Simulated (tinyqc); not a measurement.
Growth of a silicide layer between metal and silicon: linear-parabolic kinetics, ramp anneals and Kissinger analysis. Changing the metal thickness h. Computed by tinyqc, a small Python program. Command: `OMP_NUM_THREADS=1 python tinyqc.py 3003360 3003361 out.jsonl silicide sweep`. One thread of a shared host (Intel(R) Xeon(R) Processor @ 2.30GHz), about 0.1 s of CPU time with the checks.

One compound layer of thickness x grows by diffusion through itself and reaction at an interface, dx/dt = 1/(2x/K + 1/v), until the metal is used up at x = a h.

Inputs (values chosen for the exercise, modelled on NiSi): silicide formed per metal thickness a = 2.2; silicon consumed per metal thickness b = 1.83; prefactor of the parabolic constant K = 1.1e+14 nm^2/s; activation energy E of K = 1.63 eV; prefactor of the interface velocity v = 5.7e+14 nm/s; activation energy E_v = 1.79 eV; temperature T = 360 C; time t = 22 s; ramp rate beta = 0.3 C/s; silicide resistivity = 16 micro-ohm cm; junction depth x_j = 40 nm.

Constants: k_B = 8.617333262e-05 eV/K.

Method:
- The silicide ends at the thickness a h.
- Silicon consumed b h, sheet resistance rho/(final thickness) with 1 micro-ohm cm/nm = 10 ohm; margin to the junction x_j - b h.
- K = K0 exp(-E/(k_B T)), v = v0 exp(-E_v/(k_B T)).
- Temperatures in kelvin are T(C) + 273.15.
- x^2/K + x/v = t, so x = (K/(2v)) [sqrt(1 + 4 v^2 t/K) - 1], capped at a h; completion time t_c = (a h)^2/K + a h/v, a h being the final thickness; crossover thickness K/v.
- Ramp from x = 0 at 100 C at the rate beta: dx/dT = (1/beta)/(2x/K + 1/v), integrated adaptively (tolerance 1e-9) until x = a h at T_f.

One run for each value; columns: (1) metal thickness h (nm); (2) completion time (s); (3) completion temperature T_f (C); (4) sheet resistance (ohm/square); (5) silicon consumed (nm):
```
(1)           (2)     (3)     (4)      (5)
1.0    1.0984e+00  292.33  72.727    1.830
1.9    2.7965e+00  305.86  38.278    3.477
3.8    8.5890e+00  323.55  19.139    6.954
7.3    2.7102e+01  343.52   9.963   13.359
14.0   9.0900e+01  366.63   5.195   25.620
27.0   3.2096e+02  393.00   2.694   49.410
53.0   1.2018e+03  423.17   1.372   96.990
100.0  4.2179e+03  454.51   0.727  183.000
200.0  1.6735e+04  492.23   0.364  366.000
```

What does the table show, and why?

Over the rows, completion time (s) rises from 1.10 to 16700 (exponent d ln y / d ln x 1.5 between the first rows and 2.0 between the last); completion temperature T_f (C) rises from 292 to 492; sheet resistance (ohm/square) falls from 72.7 to 0.364 (exponent d ln y / d ln x about -1.0 throughout). At the high end the exponent of completion time is 1.99, close to 2: diffusion control. The exponent of sheet resistance stays at -1: R_s = rho/(a h). A thicker film lowers R_s but eats further into the junction.

Caution (rows 1.00, 1.90, 3.80): so thin a film has a resistivity above the bulk value and tends to agglomerate.

Extremes, crossings and ranges named in words are read from the listed rows.
